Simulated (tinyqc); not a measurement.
Gate voltage for a given inversion charge.

Problem. p-type body, charge-sheet picture, depletion and inversion only, full ionisation (an idealisation for deep acceptors), Boltzmann statistics (rough once Na exp(x - xn) passes about Nc/7). In units of Vt: xg = (Vg - Vfb)/Vt, x = psi/Vt, G = gamma/sqrt(Vt), xn = (2 phiF + Vc)/Vt. The implicit equation is (xg - x)^2 = G^2 [x - 1 + exp(x - xn)] for x above about 3. Cox = eps0 eox/tox. ni = sqrt(Nc Nv) exp(-Eg/(2 Vt)), Eg in volts; phiF = Vt ln(Na/ni); gamma = sqrt(2 q eps0 eps_r Na)/Cox. N_inv = (Cox Vt G/q) [sqrt(x - 1 + exp(x - xn)) - sqrt(x - 1)]. Find x - xn, psi and Vg.

Values chosen for this exercise; band and dielectric values close to those of silicon: temperature T = 350 K; band gap Eg = 1.11 eV; relative permittivity eps_r = 11.9; conduction-band density of states at T Nc = 3.58e19 cm^-3; valence-band density of states at T Nv = 3.33e19 cm^-3; relative permittivity of the gate insulator (close to silicon dioxide) eox = 3.9; insulator thickness tox = 2.9 nm; acceptor density Na = 2.4e17 cm^-3; flat-band voltage Vfb = -0.41 V; channel-body voltage Vc = 0.2 V.

Constants: q = 1.602176634e-19 C, kB = 1.380649e-23 J/K, Vt = kB T/q, eps0 = 8.8541878128e-14 F/cm where lengths are in cm. Results are converted to the units shown.

N_inv = 2.4e10 cm^-2

Solution. N_inv rises steadily with x, so it fixes x; the implicit equation then gives xg directly.

x - xn = -0.115
psi = 1.01 V
Vg = 0.836 V

Computed by the program tinyqc: `OMP_NUM_THREADS=1 python tinyqc.py 2122151 2122152 out.jsonl`, one thread of a shared Intel Xeon 2.30GHz, about 0.01 s for the whole run.
